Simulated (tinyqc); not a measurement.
# Short-channel transistor, virtual-source model with series resistance: two studies

The current per gate width is the charge at the top of the source barrier (the virtual source) times its velocity times a saturation function; al and be are fitting constants of the model. Units: I in uA/um, Rs in ohm um, so I Rs = 1e-6 I Rs in volts; Q in uC/cm^2, so I = 1e-4 Q vx0 Fsat with vx0 in cm/s.

Inputs (values chosen for the exercise): temperature T = 350 K; inversion capacitance Cinv = 2.1 uF/cm^2; velocity at the virtual source vx0 = 1.53e7 cm/s; apparent mobility mu = 300 cm^2/(V s); channel length L = 90 nm; threshold at zero drain voltage VT0 = 0.39 V; drain-induced barrier lowering dl = 0.088 V/V; subthreshold factor n0 = 1.2; growth of n with drain voltage nd = 0.1 1/V; threshold shift (in units of Vt) from weak to strong inversion al = 3.5; sharpness of saturation be = 2; series resistance of each contact Rs = 50 ohm um.

Constants: q = 1.602176634e-19 C, kB = 1.380649e-23 J/K, Vt = kB T/q. Results are converted to the units shown.

Each table varies one quantity; the others keep the values above.

## Effect of the threshold at zero drain voltage on the on and off currents

Intrinsic voltages Vg' = Vgs - I Rs, Vd' = Vds - 2 I Rs. n = n0 + nd Vd', VT = VT0 - dl Vd', Ff = 1/(1 + exp((Vg' - VT + al Vt/2)/(al Vt))), Q = Cinv n Vt ln(1 + exp((Vg' - VT + al Vt Ff)/(n Vt))), Vdsat = (vx0 L/mu)(1 - Ff) + Vt Ff, Fsat = u/(1 + u^be)^(1/be) with u = Vd'/Vdsat, and I = Q vx0 Fsat per width. I is solved self-consistently. Ion is I at Vgs = Vds = 0.8 V, Ioff at Vgs = 0, Vds = 0.8 V, and Rlin = Vds/I at Vgs = 0.8 V, Vds = 0.05 V.

Effect of the threshold at zero drain voltage on the on and off currents:
```
VT0 (V)	Ion (uA/um)	Ioff (nA/um)	log10(Ion/Ioff)	Rlin (ohm um)
0.15	1629	5.309e4	1.487	321.7
0.2	1524	2.354e4	1.811	339.9
0.25	1418	9103	2.192	361.3
0.3	1311	3164	2.617	386.7
0.35	1203	1017	3.073	417.2
0.4	1094	309.7	3.548	454.4
0.45	985.2	90.86	4.035	500.5
0.5	876.3	26.01	4.528	558.6
```

Read the table: what changes, and by how much?

As VT0 goes from 0.15 to 0.5 V, Ion falls from 1630 to 876 uA/um, Ioff falls from 53100 to 26.0 nA/um and Rlin rises from 322 to 559 ohm um. Ion changes by a factor of 0.538 and Ioff by 4.90e-4. The off current depends on it through an exponential, the on current about linearly. For VT0 = 0.15 to 0.35 V the off current passes 1 uA/um, so the device is hardly off at Vgs = 0.

## Effect of the apparent mobility on the on and off currents

Same model as above.

Result of one run:
```
mu (cm^2/(V s))	Ion (uA/um)	Ioff (nA/um)	log10(Ion/Ioff)	Rlin (ohm um)
1200	1287	394.9	3.513	190.2
```

What becomes of these results when the apparent mobility mu is changed from 1200 to 140 cm^2/(V s), all else the same?

Result of the changed run:
```
mu (cm^2/(V s))	Ion (uA/um)	Ioff (nA/um)	log10(Ion/Ioff)	Rlin (ohm um)
140	825.0	392.3	3.323	834.7
```

The whole series:
```
mu (cm^2/(V s))	Ion (uA/um)	Ioff (nA/um)	log10(Ion/Ioff)	Rlin (ohm um)
50	394.6	379.8	3.017	2145
85	599.8	388.8	3.188	1306
140	825.0	392.3	3.323	834.7
240	1046	393.8	3.424	531.3
410	1189	394.5	3.479	355.0
700	1259	394.8	3.504	251.6
1200	1287	394.9	3.513	190.2
2000	1296	395.0	3.516	155.3
```

As mu goes from 50 to 2000 cm^2/(V s), Ion rises from 395 to 1300 uA/um, Ioff rises from 380 to 395 nA/um and Rlin falls from 2140 to 155 ohm um. Ion changes by a factor of 3.29 and Ioff by 1.04.

Computed by the program tinyqc: `OMP_NUM_THREADS=1 python tinyqc.py 2380011 2380012 out.jsonl`, one thread of a shared Intel Xeon 2.30GHz, about 0.01 s for the whole run.
